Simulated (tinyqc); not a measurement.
Donors on two lattice sites with valley-orbit split states: sweeps and comparisons. A value that a table varies takes the place of the one given here.

Each donor binds at most one electron, in any of its states. For a site s, W_s = sum over its states of g exp(E/kT), and the ionised share is 1/(1 + W_s exp(eta)), eta = (EF - Ec)/kT; n = Nc F_1/2(eta); neutrality n + NA = ND x (mean ionised share, the two sites in equal numbers); holes are neglected. Nc from N = 2 (m kB T/(4 pi c))^(3/2) with c = hbar^2/2m0, in 1/angstrom^3; times 1e24 for 1/cm^3, m = md. F_j(eta) = (1/Gamma(j + 1)) integral_0^infinity x^j dx/(1 + exp(x - eta)), which tends to exp(eta) for eta << 0.

Mobility (Caughey-Thomas form): mu = mu0 + (mu1 (T/300)^(-ga) - mu0)/(1 + ((ND + NA)/Nr)^de); rho = 1/(e n mu), e = 1.602176634e-19 C.

Constants: hbar^2/2m0 = 3.80998211 eV angstrom^2; kB = 8.617333262e-05 eV/K.

Inputs chosen for the exercise (near those of nitrogen in 4H-SiC; not measured data): md = 0.826 m0 (density-of-states mass of the conduction band); E = (63.6, 55.8, 133.5, 87.7) meV (binding energies of h ground, h excited, k ground, k excited); g = (2, 4, 2, 4) (their degeneracies with spin); ND = 1.4e+18 1/cm^3 (donors, half on each site); NA = 0 1/cm^3 (compensating acceptors, all ionised); T = 350 K; mu0 = 38 cm^2/(V s) (mobility at heavy doping); mu1 = 962 cm^2/(V s) (mobility at light doping and 300 K); Nr = 2.1e+17 1/cm^3 (reference doping); de = 0.61 (doping exponent); ga = 2.4 (temperature exponent).

## What the excited states change

The last columns keep only the ground state of each site (g = 2).

Results:

| T (K) | effective degeneracy, h site | eta | n (1/cm^3) | n, ground states only | ratio |
|---|---|---|---|---|---|
| 40 | 2.42 | -9.80 | 5.08e+13 | 5.58e+13 | 0.910 |
| 60 | 2.88 | -7.12 | 1.36e+15 | 1.64e+15 | 0.833 |
| 80 | 3.29 | -5.87 | 7.33e+15 | 9.39e+15 | 0.781 |
| 110 | 3.76 | -4.93 | 3.01e+16 | 4.09e+16 | 0.736 |
| 150 | 4.19 | -4.36 | 8.48e+16 | 1.19e+17 | 0.713 |
| 200 | 4.54 | -4.06 | 1.76e+17 | 2.45e+17 | 0.719 |
| 250 | 4.78 | -3.93 | 2.79e+17 | 3.74e+17 | 0.745 |
| 300 | 4.96 | -3.88 | 3.85e+17 | 4.98e+17 | 0.772 |
| 400 | 5.19 | -3.88 | 5.92e+17 | 7.32e+17 | 0.808 |
| 500 | 5.34 | -3.96 | 7.71e+17 | 9.28e+17 | 0.831 |

How do the results move?

The effective degeneracy grows from 2.42 to 5.34. Excited states hold electrons back, so the ratio is never above 1; it is lowest, 0.713, at 150 K of those listed, and 0.772 at 300 K. At low T the excited states empty out, and at high T more donors are ionised (n is 55 % of ND - NA in the last row), so the effect is largest in between.

## Ionisation and resistivity against doping

NA = 0.

Results:

| ND (1/cm^3) | n (1/cm^3) | n/ND | mu (cm^2/(V s)) | rho (ohm cm) | rho at full ionisation |
|---|---|---|---|---|---|
| 1.0e+14 | 9.99e+13 | 0.999 | 659 | 94.8 | 94.8 |
| 1.0e+15 | 9.94e+14 | 0.994 | 641 | 9.79 | 9.73 |
| 1.0e+16 | 9.48e+15 | 0.948 | 580 | 1.14 | 1.08 |
| 3.0e+16 | 2.62e+16 | 0.873 | 518 | 0.460 | 0.402 |
| 1.0e+17 | 7.30e+16 | 0.730 | 421 | 0.203 | 0.148 |
| 3.0e+17 | 1.70e+17 | 0.567 | 317 | 0.116 | 0.0656 |
| 1.0e+18 | 3.94e+17 | 0.394 | 212 | 0.0746 | 0.0294 |
| 2.0e+18 | 6.15e+17 | 0.307 | 164 | 0.0618 | 0.0190 |

What does this show, and why?

From 1e16 to 1e18 1/cm^3 rho falls by a factor 15.2, not 100: the mobility takes a factor 2.73 and incomplete ionisation 2.41. n/ND is below 0.9 from 3e+16 1/cm^3 on. Near 1e19 1/cm^3 and above the levels merge with the band, and already below that screening lowers the binding energy, so the last rows understate n.

## Compensation sets the slope of the freeze-out

NA = K ND. The slope energy is -d ln(n T^(-p))/d(1/kT) between 50 and 60 K, with p = 3/4 for K = 0 and p = 3/2 otherwise.

Results:

| K | n(50 K) (1/cm^3) | n(60 K) (1/cm^3) | slope energy (meV) |
|---|---|---|---|
| 0 | 3.62e+14 | 1.36e+15 | 30.70 |
| 0.0010 | 8.81e+13 | 8.31e+14 | 50.95 |
| 0.010 | 9.19e+12 | 1.29e+14 | 61.22 |
| 0.050 | 1.69e+12 | 2.39e+13 | 61.44 |
| 0.20 | 2.81e+11 | 3.98e+12 | 61.45 |
| 0.50 | 6.48e+07 | 3.70e+09 | 97.47 |

What does this show, and why?

Without acceptors the slope is 30.70 meV, against half the h-site ground-state energy, 31.80; with K = 0.05 it is 61.44 meV, against the full 63.6. The full energy (less a few meV where excited levels lie within a few kT) shows where n is far below NA, since the acceptors then hold EF near the donor level: n(60 K)/NA is 0.59 for K = 0.001 and 0.00034 for K = 0.05; where it is not small, the slope falls short of the full energy. At K = 0.5 the acceptors have taken as many electrons as there are h sites, EF sits between the two levels, and the slope is 97.5 meV against their mean of 98.5.

## What moves the carrier density

All results formed anew. Each row changes one parameter from the base and keeps the others.

Results:

| case | eta | n (1/cm^3) | rho (ohm cm) |
|---|---|---|---|
| base | -3.872 | 4.904e+17 | 0.06775 |
| E = (68.6, 55.8, 133.5, 87.7) meV | -3.888 | 4.828e+17 | 0.06882 |
| md = 0.909 m0 | -3.966 | 5.160e+17 | 0.06439 |
| ND = 2.8e+18 1/cm^3 | -3.436 | 7.559e+17 | 0.05695 |
| NA = 1.4e+17 1/cm^3 | -4.067 | 4.042e+17 | 0.08517 |
| T = 380 K | -3.877 | 5.520e+17 | 0.07094 |
| Nr = 4.2e+17 1/cm^3 | -3.872 | 4.904e+17 | 0.05278 |

What does this show?

The largest shifts from the base row, up to three for each result and ties (the steps differ in size, so this ranks the rows, not the parameters). eta: ND +0.437, NA -0.195, md -0.093; unchanged at the printed digits by Nr. n (1/cm^3): ND +2.65e+17, NA -8.63e+16, T +6.16e+16; unchanged at the printed digits by Nr. rho (ohm cm): NA +0.0174, Nr -0.0150, ND -0.0108.

Program tinyqc; command `OMP_NUM_THREADS=1 python tinyqc.py 1652519 1652520 out.jsonl`; about 0.02 s on one thread of a shared Intel(R) Xeon(R) Processor @ 2.30GHz.
